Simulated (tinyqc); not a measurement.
From one set of inputs to another, one input at a time: charge neutrality of a doped semiconductor with incomplete ionisation. Computed by tinyqc, a small Python program. Command: `OMP_NUM_THREADS=1 python tinyqc.py 3028120 3028121 out.jsonl dopant ladder`. One thread of a shared host (Intel(R) Xeon(R) Processor @ 2.30GHz), about 0.08 s of CPU time with the checks.

Energies are counted from the top of the valence band; E_D is measured down from the conduction band and E_A up from the valence band.

The inputs printed are set A. Set A is modelled on ZnSe; the values taken over come from a set modelled on CdTe. Inputs not listed in the table keep their values of set A, so the rows need not describe a real material.

Inputs (values chosen for the exercise, modelled on ZnSe):
```
quantity                    value   unit
gap at 0 K E_g0              2.83     eV
Varshni alpha            0.000752   eV/K
Varshni beta                  300      K
electron mass m_e           0.154    m_0
valleys M_c                     1      -
hole mass m_h               0.755    m_0
donor density N_D         1.7e+14  cm^-3
acceptor density N_A        1e+14  cm^-3
donor depth E_D            0.0257     eV
acceptor depth E_A          0.111     eV
donor degeneracy g_D            2      -
acceptor degeneracy g_A         4      -
temperature T                 200      K
iteration cap                  60      -
```

Doping: n-type, compensated. Statistics of the bands: Fermi-Dirac. Solver: Newton steps on the logarithm. Start of Newton steps: intrinsic level E_i.

Constants: m_0 = 9.1093837015e-31 kg; k_B = 1.380649e-23 J/K; h = 6.62607015e-34 J s; k_B = 8.617333262e-05 eV/K.

Method:
- E_g = E_g0 - alpha T^2/(T + beta).
- N_c = 2 M_c (2 pi m_e k_B T/h^2)^(3/2) and N_v = 2 (2 pi m_h k_B T/h^2)^(3/2), masses in units of m_0.
- n_i = sqrt(N_c N_v) exp(-E_g/(2 k_B T)); E_i = E_g/2 + (k_B T/2) ln(N_v/N_c).
- n = N_c F_1/2((E_F - E_g)/k_B T), p = N_v F_1/2(-E_F/k_B T).
- F_1/2(eta) = (2/sqrt(pi)) int_0^infinity sqrt(x)/(1 + exp(x - eta)) dx, by the trapezoid rule in t = sqrt(x) with step 0.02 up to t = 12 (for eta < -12 by exp(eta) - exp(2 eta)/2^(3/2)).
- N_D+ = N_D/(1 + g_D exp((E_F - E_g + E_D)/k_B T)).
- N_A- = N_A/(1 + g_A exp((E_A - E_F)/k_B T)).
- Neutrality: p + N_D+ = n + N_A-; the log ratio is ln[(p + N_D+)/(n + N_A-)].
- Newton steps from the start named, with the slope from a central difference of 1e-6 eV; the function is the log ratio y = ln[(p + N_D+)/(n + N_A-)]; the bracket -0.3 to E_g + 0.3 eV is narrowed by the sign of y at each step, and a step that would leave it is replaced by its midpoint; stop when |log ratio| < 1e-9.

Each row keeps all changes above it:
```
input moved                   from      to  ionised share of the donors  minority density p (cm^-3)  intrinsic density n_i (cm^-3)
set A                            -       -                       0.9992                   1.690e-47                      3.436e-17
donor depth E_D (eV)        0.0257  0.0136                       0.9996                   1.688e-47                      3.436e-17
temperature T (K)              200     250                       0.9998                   9.713e-33                      8.243e-10
gap at 0 K E_g0 (eV)          2.83    1.63                       0.9998                   1.508e-08                      1.027e+03
electron mass m_e (m_0)      0.154  0.0965                       0.9995                   7.482e-09                      7.233e+02
donor density N_D (cm^-3)  1.7e+14   6e+15                       0.9639                   9.173e-11                      7.233e+02
hole mass m_h (m_0)          0.755    0.61                       0.9639                   6.662e-11                      6.164e+02
acceptor depth E_A (eV)      0.111  0.0598                       0.9639                   6.662e-11                      6.164e+02
```

Where does the difference come from?

Ionised share of the donors goes from 0.999 to 0.964, a factor 0.965 in all. The largest single move comes from donor density N_D (a factor 0.964). Minority density p goes from 1.69e-47 to 6.66e-11, a factor 3.94e36 in all. The largest single move comes from gap at 0 K E_g0 (a factor 1.55e24). Intrinsic density n_i goes from 3.44e-17 to 616, a factor 1.79e19 in all. The largest single move comes from gap at 0 K E_g0 (a factor 1.25e12). The single moves hold for this order of the switches; the total does not depend on the order.

Extremes, crossings and ranges named in words are read from the listed rows.
